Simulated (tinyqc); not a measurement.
Phonon-assisted absorption at an indirect gap: one step. The four branches at one energy. Three cases, with inputs chosen for the exercise.

Task: Evaluate the occupations and each term.

alpha(E) = sum_j A_j [N_j (E - Eg + w_j)^2 + (N_j + 1)(E - Eg - w_j)^2], each bracket counted only where its base is positive; N_j = 1/(exp(w_j/kB T) - 1). The first term absorbs a phonon and the second emits one; excitons and direct transitions are left out.

Constants: kB = 8.617333262e-05 eV/K.

Give: N_j; terms with phonon absorption; terms with phonon emission; alpha; wavelength hc/E (hc = 1239.841984 eV nm).

Case 1.

Values chosen (loosely those of SiGe at room temperature; Eg is not tied to T; shifted at random, so the results belong to these values and not to a real crystal): Eg = 0.941 eV (indirect gap, held fixed unless listed); w = (51.5, 14.6) meV (two zone-edge phonons); A = (4000, 560) 1/(cm eV^2) (their strengths); T = 300 K; E = 1.15 eV (photon energy).

Result:

N_j: 0.1580  1.317

terms with phonon absorption (1/cm): 42.88  36.89

terms with phonon emission (1/cm): 114.9  49.05

alpha = 243.7 1/cm
wavelength hc/E (hc = 1239.841984 eV nm) = 1078.1 nm

Phonon absorption supplies 32.7 % of alpha; the depth 1/alpha is 41 micrometre.

Case 2.

Values chosen (loosely those of Si at room temperature; Eg is not tied to T; shifted at random, so the results belong to these values and not to a real crystal): Eg = 1.126 eV (indirect gap, held fixed unless listed); w = (56.4, 17.2) meV (two zone-edge phonons); A = (3600, 810) 1/(cm eV^2) (their strengths); T = 200 K; E = 1.396 eV (photon energy).

Result:

N_j: 0.03941  0.5838

terms with phonon absorption (1/cm): 15.11  39.01

terms with phonon emission (1/cm): 170.7  81.99

alpha = 306.8 1/cm
wavelength hc/E (hc = 1239.841984 eV nm) = 888.1 nm

Phonon absorption supplies 17.6 % of alpha; the depth 1/alpha is 32.6 micrometre.

Case 3.

Values chosen (loosely those of Si at room temperature; Eg is not tied to T; shifted at random, so the results belong to these values and not to a real crystal): Eg = 1.126 eV (indirect gap, held fixed unless listed); w = (55.6, 17.5) meV (two zone-edge phonons); A = (2400, 640) 1/(cm eV^2) (their strengths); T = 400 K; E = 1.367 eV (photon energy).

Result:

N_j: 0.2489  1.512

terms with phonon absorption (1/cm): 52.55  64.65

terms with phonon emission (1/cm): 103.0  80.30

alpha = 300.5 1/cm
wavelength hc/E (hc = 1239.841984 eV nm) = 907.0 nm

Phonon absorption supplies 39.0 % of alpha; the depth 1/alpha is 33.3 micrometre.

Computed by tinyqc, one run a case: `OMP_NUM_THREADS=1 python tinyqc.py N N+1 out.jsonl` with N = 1680479, 1680746, 1680814; one thread of a shared Intel(R) Xeon(R) Processor @ 2.30GHz, about 0.01 s a run at most.
